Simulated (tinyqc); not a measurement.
MOS inversion layer, Poisson-Schroedinger loop: two steps of the calculation.

Electrons confined at an insulator interface at z = 0, treated as a hard wall; parabolic valleys, Hartree approximation, no image or exchange terms. The depletion charge lies far deeper than the electrons and gives a uniform field q Nd/(eps0 eps_r); the gate balances all charge. Energies are counted from the band edge at the interface.

Inputs (values chosen for the exercise); masses and permittivity close to those of silicon (100):
```
symbol   value   unit                                     meaning
T          200      K                                 temperature
mz1      0.928     m0  mass along z of valley set A (2 valley(s))
md1      0.193     m0    in-plane density-of-states mass of set A
mz2      0.192     m0  mass along z of valley set B (4 valley(s))
md2      0.409     m0    in-plane density-of-states mass of set B
Ns      7.1e12  cm^-2                  sheet density of electrons
dE           0     eV               extra shift of set B (strain)
hz           1     nm                                   mesh step
```

Constants: q = 1.602176634e-19 C, kB = 1.380649e-23 J/K, hbar = 1.054571817e-34 J s, m0 = 9.1093837015e-31 kg, Vt = kB T/q, hbar^2/(2 m0) = 0.0380998212 eV nm^2. Results are converted to the units shown.

Task 1. Fermi level and occupations. Level k holds N_k = D_k Vt ln(1 + exp((EF - E_k)/Vt)) with D = 2 md1 m0 q/(pi hbar^2) for the set A, D = 4 md2 m0 q/(pi hbar^2) for the set B per eV (spin included); EF is fixed by sum N_k = Ns.

levels (eV): A1 0.012053194, A2 0.021064902, B1 0.021134890, B2 0.045247155

Find: EF; N_k.

Result 1.

EF = 0.004378 eV
N_k (cm^-2): A1 1.376e12, A2 8.946e11, B1 3.778e12, B2 1.051e12

Task 2. Converged levels, occupations and centroid. Tridiagonal Hamiltonian with psi = 0 one step beyond both ends: H_ii = C (1/m_(i-1/2) + 1/m_(i+1/2))/hz^2 + V0_i + U_i (+ dE for the set B), H_(i,i+1) = -C/(m_(i+1/2) hz^2), C = hbar^2/(2 m0). The lowest 2 level(s) of each valley set are kept, normalised to hz sum |psi|^2 = 1. The mass is the same on all intervals.

Solve for the levels with V0 + U, find EF, n_i = sum_k N_k |psi_k|^2 (in cm^-3); share of each level N_k/Ns; centroid sum n z/sum n.

```
node  z (nm)  fixed potential V0 (eV)  converged U (eV)
1          1              0.001840183        0.10887748
2          2              0.003680365        0.16376959
3          3              0.005520548        0.19219413
4          4              0.007360730        0.20867817
5          5              0.009200913        0.21844648
6          6              0.011041095        0.22450283
7          7              0.012881278        0.22851004
8          8              0.014721460        0.23128344
9          9              0.016561643        0.23321160
10        10              0.018401825        0.23450489
11        11              0.020242008        0.23531240
12        12              0.022082190        0.23576422
13        13              0.023922373        0.23597844
14        14              0.025762555        0.23605548
15        15              0.027602738        0.23607090
```

Give: levels; EF; shares; n; centroid.

Result 2.

levels (eV): A1 0.1671, A2 0.2236, B1 0.2254, B2 0.2651
EF = 0.1933 eV
shares (%): A1 67.32, A2 6.21, B1 23.93, B2 2.55
n, node 1 to 15 (in units of 1e19 cm^-3): [3.520, 1.726, 0.779, 0.438, 0.242, 0.134, 0.080, 0.055, 0.041, 0.032, 0.023, 0.015, 0.009, 0.004, 0.001]
centroid = 2.168 nm

Computed by the program tinyqc: `OMP_NUM_THREADS=1 python tinyqc.py 2160034 2160035 out.jsonl`, one thread of a shared Intel Xeon 2.30GHz, about 1 s for the whole run.
